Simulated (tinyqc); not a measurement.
Deep-level transient spectroscopy: two steps of the calculation.

Schottky contact on an n-type layer with shallow donors Nd (all ionised) and a donor-like deep trap, neutral when filled and positive when empty; depletion approximation. Traps within lam of the depletion edge stay filled. A long pulse to Vp fills the traps beyond x1 = Wp - lam; back at Vr those between x1 and x2 = Wr - lam emit. A rate window reads S = C(t2) - C(t1).

Inputs (values chosen for the exercise); material values close to those of germanium:
```
symbol,value,unit,meaning
eps_r,16.2,,relative permittivity
Nc,1.03e19,cm^-3,conduction-band density of states at 300 K
vth,3.4e7,cm/s,thermal velocity at 300 K
Nd,1.1e15,cm^-3,shallow donor density
Et,0.26,eV,depth of the trap below the conduction edge
sn,5.5e-16,cm^2,capture cross-section
Nt,2.5e13,cm^-3,trap density
t1,10,ms,first sampling time
t2,40,ms,second sampling time
```

Constants: q = 1.602176634e-19 C, kB = 1.380649e-23 J/K, eps0 = 8.8541878128e-14 F/cm where lengths are in cm. Results are converted to the units shown.

Problem 1. The transient. W(t)^2 = Wr^2 + (Nt/Nd)(x2^2 - x1^2) exp(-en t), C = eps0 eps_r/W; for small Nt, dC/C = -(Nt/2 Nd) G exp(-en t) with G = (x2^2 - x1^2)/Wr^2. S = C(t2) - C(t1).

```
sample,t (ms)
0,0
1,5
2,10
3,25
4,40
5,80
6,200
```

en = 41.336022 1/s
Wr = 1644.7907 nm
G = (x2^2 - x1^2)/Wr^2 = 0.42519718

Wanted: C; C - C(final); S.

Solution 1.

```
sample,C (nF/cm^2),C - C(final) (pF/cm^2)
0,8.679,-41.83
1,8.687,-34.07
2,8.693,-27.74
3,8.706,-14.95
4,8.713,-8.05
5,8.719,-1.54
6,8.721,-0.01
```

S = 19.68 pF/cm^2

Problem 2. Peak temperature. Fixed-point step for en(T) = ew: T(new) = (Et q/kB)/ln(sn g T^2/ew), g = vth Nc/(300 K)^2.

ew = 46.209812 1/s
T at the start = 300 K

Give: T after step 1.

Solution 2.

T after step 1 = 136.2 K

tinyqc, about 0.01 s, one thread, Intel Xeon 2.30GHz (shared host): `OMP_NUM_THREADS=1 python tinyqc.py 2050149 2050150 out.jsonl`
